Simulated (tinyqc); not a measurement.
Chemical vapour deposition: Grove model, boundary layer, depletion and step coverage: one step, computed by the program tinyqc.

A precursor diffuses to the surface and reacts there at first order; each molecule that reacts adds one formula unit of film.

Question. Step coverage in a trench. In a long trench of width w and depth l = aspect ratio x w: Knudsen diffusivity D_K = (2w) c/3 (hydraulic diameter 2w), combined as 1/D_e = 1/D_K + 1/D; D_e d2C/dz2 = 2 k_s C/w with D_e dC/dz = -k_s C at the floor. With m = sqrt(2 k_s/(w D_e)): C(floor)/C(top) = 1/[cosh(m l) + (k_s/(D_e m)) sinh(m l)].

Inputs (values chosen for the exercise, close to those used for silicon nitride (counted as SiN4/3)): temperature T = 700 C; trench width w = 0.59 um; aspect ratio of the trench = 20.

Reactor: horizontal, atmospheric.

mean speed c = 45166.49 cm/s

gas diffusivity D = 2.864008 cm^2/s

surface rate constant k_s = 1.017476 cm/s

Give: Knudsen diffusivity D_K; effective diffusivity D_e; modulus m l; step coverage.

Answer.

Knudsen diffusivity D_K = 1.7765 cm^2/s

effective diffusivity D_e = 1.0964 cm^2/s

modulus m l = 0.20929

step coverage = 0.97744

Gas collisions matter in the trench as well as wall collisions. Coverage is nearly conformal. Caution: the hydraulic-diameter form of D_K is rough for a slit.
